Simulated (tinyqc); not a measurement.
## In-plane mass from two subband densities

Inverse problem. At zero temperature each occupied subband holds N_k = D (EF - E_k), D = md m0 q/(pi hbar^2) per eV. Two subbands are occupied. Find md, EF - E1 and EF - E2.

Constants: q = 1.602176634e-19 C, hbar = 1.054571817e-34 J s, m0 = 9.1093837015e-31 kg. Results are converted to the units shown.

N1, N2 (cm^-2): 1.0581074e12  3e11
E2 - E1 = 44.7 meV

Answer. N1 - N2 = D (E2 - E1) gives D and so md; each N_k/D is a distance to EF.

md = 0.0406 m0
EF - E1 = 62.4 meV
EF - E2 = 17.7 meV

Computed by the program tinyqc: `OMP_NUM_THREADS=1 python tinyqc.py 2140045 2140046 out.jsonl`, one thread of a shared Intel Xeon 2.30GHz, about 0.2 s for the whole run.
